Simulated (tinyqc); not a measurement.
What each value does: bond unit of a tetrahedral oxide and its oxygen vacancy in tight binding.

Two sp3 hybrids h1, h2 at eh = (es + 3 ep)/4 point at one oxygen with orbitals s, px, py, pz; x joins the two cations, z bisects the angle phi, and th = (180 - phi)/2. With u = hbar^2/(m d^2) = 2c/d^2, c = hbar^2/2m0: Vhs = -(1.32 + sqrt3 x 1.42) u/2 and Vhp = (1.42 + sqrt3 x 2.22) u/2. <h|s> = Vhs for both; <h1|px> = Vhp cos(th), <h2|px> = -Vhp cos(th); <h|pz> = Vhp sin(th) for both; py is a lone pair. The unit holds 8 electrons. Coupling between units, which widens the levels into bands, is left out.

Constants: hbar^2/2m0 = 3.80998211 eV angstrom^2.

Parameters, chosen for this exercise (near tabulated values for SiO2; the results hold for these values, not for the real material):
```
symbol  value   unit      meaning
es      -14.88  eV        s level of the cation
ep      -7.73   eV        p level of the cation
eos     -33.72  eV        s level of oxygen
eop     -16.5   eV        p level of oxygen
d       1.63    angstrom  cation-oxygen distance
phi     139     degrees   bond angle at oxygen
R       3       angstrom  cation-cation distance across the vacancy
```

Spacing from the highest filled to the lowest empty level, excess electrons on oxygen (their number less 6), and the vacancy bond level eh - V2 - eop, V2 = 3.22 x 2c/R^2.

Results for these values:
```
case,spacing (eV),excess on O,vacancy level (eV)
base,10.4448,0.9894,4.2562
```

What happens to each result for es = -14.38 eV, all else kept?

Answer: spacing rises from 10.4448 to 10.5487; excess on O rises from 0.9894 to 0.9989; vacancy level rises from 4.2562 to 4.3812.

The same for each parameter in turn:
```
case,spacing (eV),excess on O,vacancy level (eV)
base,10.4448,0.9894,4.2562
es = -14.38 eV,10.5487,0.9989,4.3812
ep = -7.23 eV,10.7572,1.0176,4.6312
eos = -31.72 eV,10.5810,0.9782,4.2562
eop = -16 eV,10.0001,0.9527,3.7562
d = 1.67 angstrom,10.1759,1.0197,4.2562
phi = 131 degrees,10.8762,0.9508,4.2562
R = 3.15 angstrom,10.4448,0.9894,4.5097
```

tinyqc: `OMP_NUM_THREADS=1 python tinyqc.py 1482220 1482221 out.jsonl`; about 0.01 s, one thread, shared Intel(R) Xeon(R) Processor @ 2.30GHz.
